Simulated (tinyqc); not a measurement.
k.p values derived from sp3s* tight binding at Gamma, step by step. Values are carried at full precision from step to step, so a last printed digit may differ when a step is redone from the rounded ones.

At Gamma the states are two-level mixtures: s-like S+ (upper) and S- (lower) from [[Esa, Vss], [Vss, Esc]], p-like P- (valence) and P+ from [[Epa, Vxx], [Vxx, Epc]], and the bare s* levels. With real k in 1/angstrom and kz = 0, the phase sums over the four bonds are g0 = 1 - (a k/4)^2/2, g1 = i a kx/4, g3 = -(a/4)^2 kx ky to second order. Each mixture is written (anion, cation) with the anion part positive. c = hbar^2/2m0. No spin-orbit coupling.

Constants: hbar^2/2m0 = 3.80998211 eV angstrom^2.

Values chosen for the exercise (near a published set for GaAs, fitted to gaps, whose masses and valley positions are rough; the results hold for these values, not for the real material): Esa = -8.267 eV (s level of the anion); Esc = -2.682 eV (s level of the cation); Epa = 1.048 eV (p level of the anion); Epc = 3.691 eV (p level of the cation); Vss = -6.458 eV (s-s); Vxx = 1.943 eV (px-px); a = 5.649 angstrom (lattice constant); Vsapc = 4.44 eV (s anion, p cation); Vscpa = 5.791 eV (s cation, p anion); Vxapc = 4.864 eV (s* anion, p cation); Vpaxc = 4.854 eV (p anion, s* cation); Exa = 8.6 eV (s* level of the anion); Exc = 6.751 eV (s* level of the cation); Vxy = 5.098 eV (px-py).

## States at Gamma

Solve the two blocks.

States:
```
state    E (eV)  anion part  cation part
S-     -12.5104     0.83573      0.54914
P-       0.0197     0.88385     -0.46777
S+       1.5614     0.54914     -0.83573
P+       4.7193     0.46777      0.88385
```

## Linear terms and the Kane energy

<s state|dH/dkx|x state> = i P with P = (a/4)(sa pc Vsapc + sc pa Vscpa), sa, sc and pa, pc being the parts of the two states; for s* on the anion P = (a/4) pc Vxapc, on the cation (a/4) pa Vpaxc. Ep = P^2/c for S+ to P-.

Couplings:
```
pair       P (eV angstrom)  E(first) - E(second) (eV)
S+ to P-           -7.6517                     1.5417
S+ to P+           -0.1538                    -3.1579
S- to P-            1.5181                   -12.5301
s*a to P-          -3.2132                     8.5803
s*c to P-           6.0589                     6.7313
```

Ep = 15.367 eV

The two terms of S+ to P- have the same sign and add: S+ and P- both change sign from anion to cation. An on-site momentum element between s and p, which real atoms have, is absent from this model.

## Electron mass

m0/m = [<S+|d2H/dkx^2|S+>/2 + sum P^2/(E(S+) - E(P))]/c over P- and P+, with the direct term -(a/4)^2 sa sc Vss.

parts of m0/m: direct -1.551, from P- 9.968, from P+ -0.002

mass = 0.1188 m0

The valence band supplies 118 % of m0/m; the direct term, which stands in for the free-electron 1, is -1.55. Sets of this kind were fitted to gaps and often give too heavy a mass, by up to a factor of two.

## Valence parameters L, M, N and the Luttinger values

Direct terms d0 = -(a/4)^2 pa pc Vxx, dN = -2 (a/4)^2 pa pc Vxy for P-. F = sum P^2/(E(P-) - E(s)) over S+, S-, s*a, s*c. The y state of P- couples to the z state of P+ through Q = (a/4) Vxy (pa p'c - pc p'a), primes for P+, and H1 = Q^2/(E(P-) - E(P+)). L = d0 + F, M = d0 + H1, N = dN + F + H1; g1 = -(L + 2M)/(3c), g2 = -(L - M)/(6c), g3 = -N/(6c).

d0, dN, F, Q, H1 (eV angstrom^2; Q in eV angstrom): 1.6022  8.4074  -44.4494  7.1997  -11.0296

L, M, N (eV angstrom^2): -42.847  -9.427  -47.072

g1, g2, g3: 5.398  1.462  2.059

Along [100] the masses without spin-orbit coupling are c/|L| = 0.089 (one band) and c/|M| = 0.404 (two bands).

## Checks

- Electron mass against a finite difference of the full bands: 0.1188 against 0.1189.
- L and M against finite differences along [100]: largest relative difference 2.3e-05.
- Lowest curvature along [111], (L + 2M + 2N)/3, against a finite difference: -51.948 against -51.947.

Program tinyqc; command `OMP_NUM_THREADS=1 python tinyqc.py 1481784 1481785 out.jsonl`; about 0.01 s on one thread of a shared Intel(R) Xeon(R) Processor @ 2.30GHz.
